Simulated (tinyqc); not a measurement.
## Single-electron transistor, orthodox theory and master equation: linear conductance against temperature

A metal island with n extra electrons joins the left lead (voltage V) and the right lead (0 V) by tunnel junctions and couples to a gate. Cs = CL + CR + Cg. Adding electron n + 1 costs mu(n) = [q (n + 1/2) - CL V - Cg Vg]/Cs (in volts); the Fermi levels are -V (left) and 0 (right). A jump that gains the energy W has the rate G(W) = (W/q)/(R [1 - exp(-W/Vt)]), W in volts, Vt = kB T/q. Sequential tunnelling only; I > 0 flows from left to right.

Onto the island: from the left W = -V - mu(n), from the right W = -mu(n); off the island (n + 1 to n): to the left W = mu(n) + V, to the right W = mu(n). Steady state: p(n + 1)/p(n) = (sum of on rates)/(sum of off rates), normalised. I = q sum_n [p(n + 1) (off to left) - p(n) (on from left)]. Enough charge states are kept that the digits shown do not change. The conductance is dI/dV at V = 0 times RL + RR, at Vg = q/(2 Cg) (peak) and Vg = 0 (valley).

Parameters, values chosen for the exercise:
- CL = 11 aF (capacitance of the left junction)
- CR = 16 aF (capacitance of the right junction)
- Cg = 2.9 aF (gate capacitance)
- RL = 1400 kohm (resistance of the left junction)
- RR = 1400 kohm (resistance of the right junction)

Constants: q = 1.602176634e-19 C, kB = 1.380649e-23 J/K, Vt = kB T/q. Results are converted to the units shown.

Linear conductance against temperature:

| T (K) | kB T/(q^2/Cs) | peak | valley |
|---|---|---|---|
| 1.5 | 0.02412 | 0.5000 | 4.128e-8 |
| 2.1 | 0.03377 | 0.5000 | 1.100e-5 |
| 2.9 | 0.04664 | 0.5000 | 4.733e-4 |
| 4.1 | 0.06594 | 0.5000 | 0.007715 |
| 5.9 | 0.09488 | 0.5003 | 0.05395 |
| 8.3 | 0.1335 | 0.5039 | 0.1730 |
| 12 | 0.1930 | 0.5263 | 0.3655 |
| 17 | 0.2734 | 0.5819 | 0.5347 |
| 24 | 0.3860 | 0.6622 | 0.6553 |
| 34 | 0.5468 | 0.7431 | 0.7427 |

What does the comparison show?

At low temperature the peak is 0.500, the limit 1/2 of a metal island with only two charge states in play; it rises from 0.500 to 0.743, and the valley rises from 4.13e-8 to 0.743. Among the rows the valley is within 10 % of the peak from kB T = 0.27 q^2/Cs on: the oscillation is washed out.

Range of the model: Cotunnelling, which dominates deep in the blockade, is left out.

Computed by the program tinyqc: `OMP_NUM_THREADS=1 python tinyqc.py 2780034 2780035 out.jsonl`, one thread of a shared Intel Xeon 2.30GHz, about 0.01 s for the whole run.
